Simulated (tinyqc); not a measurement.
Conduction-band anticrossing with a localised impurity level: sweeps and comparisons. A value that a table varies takes the place of the one given here.

Host conduction band EM(k) = Eg - al x + c k^2/mM, c = hbar^2/2m0, coupled to a flat level EI by V = C sqrt(x): H = [[EM, V], [V, EI]], E+/- = (EM + EI)/2 +/- sqrt((EM - EI)^2/4 + V^2). The host weight of a state at E is f = 1/(1 + V^2/(E - EI)^2), and its mass at k = 0 is mM/f. The gap is E-(0), the valence top staying at 0.

Constants: hbar^2/2m0 = 3.80998211 eV angstrom^2.

Parameters, chosen for this exercise (host near GaAs; shifted at random, so the results belong to these values and not to a real crystal): Eg = 1.528 eV (gap at Gamma to the s-like level); mM = 0.0677 m0 (mass of the host band); EI = 1.755 eV (impurity level, from the valence top of the host); C = 2.92 eV (coupling); al = 0.16 eV (linear shift of the host edge); x = 0.019 (impurity fraction); aM = 112 meV/GPa (pressure coefficient of the host edge); aI = 38 meV/GPa (pressure coefficient of the level).

## Impurity fraction

The last column is the bowing that a quadratic law would need at that x, (Eg - gap)/(x (1 - x)), with equal end gaps.

Results:
```
x (%)  E- (eV)  E+ (eV)  gap (eV)  host weight of E-  mass of E-  bowing (eV)
0.1     1.4950   1.7878    1.4950              0.888      0.0762         33.0
0.2     1.4682   1.8145    1.4682              0.828      0.0817         30.0
0.5     1.4053   1.8769    1.4053              0.742      0.0913         24.7
1.0     1.3271   1.9543    1.3271              0.682      0.0992         20.3
2.0     1.2112   2.0686    1.2112              0.634      0.1067         16.2
3.0     1.1202   2.1580    1.1202              0.612      0.1107         14.0
5.0     0.9741   2.3009    0.9741              0.589      0.1150         11.7
8.0     0.8005   2.4697    0.8005              0.572      0.1184          9.9
```

What can be read from the table?

The apparent bowing falls from 33.0 to 9.9 eV, so no single constant describes the gap: the part from the coupling goes as x while V is small against |EM - EI| and as sqrt(x) beyond (V = |Eg - EI| near x = 0.60 %), with the linear term al x on top; the fall of the gap goes as the power 0.86 of x between the first two rows and 0.58 between the last two. The mass of E- goes from 0.0762 to 0.1184, higher although the gap falls, against the usual k.p trend; with al = 0 the weight tends to 1/2 at large x.

## Pressure

Eg and EI move linearly with pressure; V is kept. The slope of E- is f aM + (1 - f) aI.

Results:
```
P (GPa)  EM (eV)  EI (eV)  E- (eV)  E+ (eV)  host weight of E-  slope of E- (meV/GPa)
0         1.5250   1.7550   1.2214   2.0586              0.637                   85.2
1         1.6370   1.7930   1.3050   2.1250              0.595                   82.0
2         1.7490   1.8310   1.3854   2.1946              0.551                   78.8
3         1.8610   1.8690   1.4625   2.2675              0.505                   75.4
4         1.9730   1.9070   1.5361   2.3438              0.459                   72.0
5         2.0850   1.9450   1.6064   2.4235              0.414                   68.7
6         2.1970   1.9830   1.6735   2.5064              0.372                   65.5
7         2.3090   2.0210   1.7375   2.5925              0.332                   62.5
8         2.4210   2.0590   1.7987   2.6813              0.295                   59.8
```

What does this show, and why?

The unmixed levels cross at 3.11 GPa, where E+ - E- has its minimum 2V = 0.805 eV and the weights are 1/2. The slope of E- falls from 85 to 60 meV/GPa, between the limits aM = 112 and aI = 38, as the state turns impurity-like. The X valleys, which pass below the Gamma edge of the host at high pressure, are left out.

## What each parameter does

At k = 0. Each row changes one parameter from the base and keeps the others.

Results:
```
case             E- (eV)  E+ (eV)  gap (eV)  mass (m0)
base              1.2214   2.0586    1.2214     0.1062
EI = 1.705 eV     1.2025   2.0274    1.2025     0.1111
al = 0.66 eV      1.2153   2.0552    1.2153     0.1054
Eg = 1.578 eV     1.2525   2.0774    1.2525     0.1111
C = 2.482 eV      1.2790   2.0009    1.2790     0.1027
x = 0.02185       1.1930   2.0865    1.1930     0.1076
mM = 0.05754 m0   1.2214   2.0586    1.2214     0.0903
```

How do the results move?

The largest shifts from the base row, up to three for each result and ties (the steps differ in size, so this ranks the rows, not the parameters). E- (eV): C +0.0577, Eg +0.0312, x -0.0284; unchanged at the printed digits by mM. E+ (eV): C -0.0577, EI -0.0312, x +0.0279; unchanged at the printed digits by mM. gap (eV): C +0.0577, Eg +0.0312, x -0.0284; unchanged at the printed digits by mM. mass (m0): mM -0.0159, EI +0.0049, Eg +0.0049.

Run: tinyqc, `OMP_NUM_THREADS=1 python tinyqc.py 1080185 1080186 out.jsonl`; Intel(R) Xeon(R) Processor @ 2.30GHz, one thread, shared host; about 0.01 s of CPU time with all checks.
